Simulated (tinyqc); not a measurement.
# Hot electrons in a saturated n-channel MOSFET, lucky-electron model: what changes with what

Beyond pinch-off the lateral field grows as Esat cosh(y/l) over the velocity-saturated region (pseudo-two-dimensional model). Impact ionisation in this region gives the substrate current, which biases the body forward through Rsub. Currents are per width. Local-field laws: they overstate ionisation when the field peak is narrower than an energy relaxation length.

Values chosen for this exercise; values close to those of silicon n-channel devices:

| symbol | value | unit | meaning |
|---|---|---|---|
| L | 0.35 | um | channel length |
| tox | 7 | nm | oxide thickness |
| xj | 140 | nm | junction depth |
| VT | 0.69 | V | threshold |
| mu | 430 | cm^2/(V s) | effective mobility |
| vs | 8.1e6 | cm/s | saturation velocity |
| Ai | 2e6 | 1/cm | ionisation prefactor |
| Bi | 1.86 | MV/cm | ionisation field |
| Rd | 400 | ohm um | resistance of the lightly doped drain |
| Rsub | 8700 | ohm um | substrate resistance |
| kb | 0.49 |  | fall of VT per volt of forward body bias |
| m | 3.3 |  | lifetime exponent |
| Hl | 640 | s uA/um | lifetime constant |
| Vd | 2.3 | V | drain voltage |
| Vg | 1.7 | V | gate voltage |

Constants: eps0 = 8.8541878128e-14 F/cm where lengths are in cm. Results are converted to the units shown.

Each table varies one quantity; the others keep the values above.

## Effect of the drain voltage

Cox = 3.9 eps0/tox, l = sqrt(3 tox xj), Esat = 2 vs/mu. Overdrive g = Vg - VT + kb Vb; Vdsat = g Esat L/(g + Esat L); Id = Cox vs (g - Vdsat); dV = Vd - Id Rd - Vdsat; Em = sqrt((dV/l)^2 + Esat^2); Isub = Id (Ai/Bi) l Em exp(-Bi/Em). Vb = Rsub Isub is solved self-consistently. Lifetime tau = (Hl/Id)(Isub/Id)^(-m); 1 year = 3.15576e7 s.

Effect of the drain voltage:
```
Vd (V)  Id (uA/um)  Em (MV/cm)  Isub (uA/um)   Isub/Id  tau (years)
1.4          175.0      0.1448      3.897e-4  2.226e-6     5.212e11
1.57         175.0      0.1753      0.004399  2.513e-5      1.752e8
1.74         175.1      0.2060       0.02518  1.438e-4      5.535e5
1.91         175.2      0.2368       0.09397  5.365e-4         7178
2.09         175.4      0.2696        0.2781  0.001586        200.5
2.26         175.8      0.3006        0.6325  0.003599        13.39
2.43         176.5      0.3315         1.248  0.007069        1.437
2.6          177.6      0.3623         2.213   0.01246       0.2201
```

What does the comparison show?

As Vd goes from 1.4 to 2.6 V, Em rises from 0.145 to 0.362 MV/cm, Isub rises from 3.90e-4 to 2.21 uA/um and tau falls from 5.21e11 to 0.220 years. The slope of ln(tau) against 1/Vd is 103 V between the first two rows and 69.7 V between the last two; ten years are last met at Vd = 2.26 V among the rows. For Vd = 1.4 to 1.91 V tau is a far extrapolation that only says that hot carriers are no limit.

## Effect of the gate voltage

Same model as above.

Effect of the gate voltage:
```
Vg (V)  Id (uA/um)  Em (MV/cm)  Isub (uA/um)   Isub/Id  tau (years)
0.84         6.168      0.4006        0.1387   0.02248       0.9035
1.02         26.65      0.3752        0.4101   0.01539       0.7306
1.21         59.28      0.3528        0.6259   0.01056        1.139
1.39         97.71      0.3345        0.7334  0.007506        2.130
1.57         141.6      0.3184        0.7636  0.005393        4.375
1.75         189.6      0.3040        0.7398  0.003901        9.509
1.94         243.9      0.2902        0.6786  0.002782        22.56
2.12         298.1      0.2781        0.6024  0.002021        53.02
2.3          354.4      0.2669        0.5193  0.001465        128.8
```

Read the table: what changes, and by how much?

As Vg goes from 0.84 to 2.3 V, Em falls from 0.401 to 0.267 MV/cm, Isub goes from 0.139 through a maximum of 0.764 (at Vg = 1.57 V among the rows listed) to 0.519 uA/um and tau goes from 0.904 through a minimum of 0.731 (at Vg = 1.02 V among the rows listed) to 129 years. Id grows with Vg while the rising Vdsat lowers the field, hence the bell shape; the peak row has Vg/Vd = 0.68.

## Effect of the oxide thickness

Same model as above.

Result of one run:
```
tox (nm)  Id (uA/um)  Em (MV/cm)  Isub (uA/um)   Isub/Id  tau (years)
6              206.0      0.3296         1.299  0.006305        1.796
```

What becomes of these results when the oxide thickness tox is changed from 6 to 4.8 nm, all else the same?

Result of the changed run:
```
tox (nm)  Id (uA/um)  Em (MV/cm)  Isub (uA/um)  Isub/Id  tau (years)
4.8            259.8      0.3629         2.705  0.01041       0.2723
```

The whole series:
```
tox (nm)  Id (uA/um)  Em (MV/cm)  Isub (uA/um)   Isub/Id  tau (years)
3.9            324.7      0.3950         5.032   0.01550      0.05858
4.8            259.8      0.3629         2.705   0.01041       0.2723
6              206.0      0.3296         1.299  0.006305        1.796
7.4            166.3      0.3003        0.6106  0.003673        13.23
9.1            134.9      0.2733        0.2717  0.002014        118.4
11             111.5      0.2505        0.1217  0.001091         1083
14             87.55      0.2240       0.04000  4.569e-4      2.440e4
```

As tox goes from 3.9 to 14 nm, Em falls from 0.395 to 0.224 MV/cm, Isub falls from 5.03 to 0.0400 uA/um and tau rises from 0.0586 to 24400 years. From the first row to the last, log10(tau) changes by 5.6: 5.1 from (Isub/Id)^(-m), which holds Em and l, and 0.57 from 1/Id. For tox = 11 to 14 nm tau is a far extrapolation that only says that hot carriers are no limit.

Numbers from tinyqc (`OMP_NUM_THREADS=1 python tinyqc.py 2550124 2550125 out.jsonl`; about 0.01 s on one thread of a shared Intel Xeon 2.30GHz).
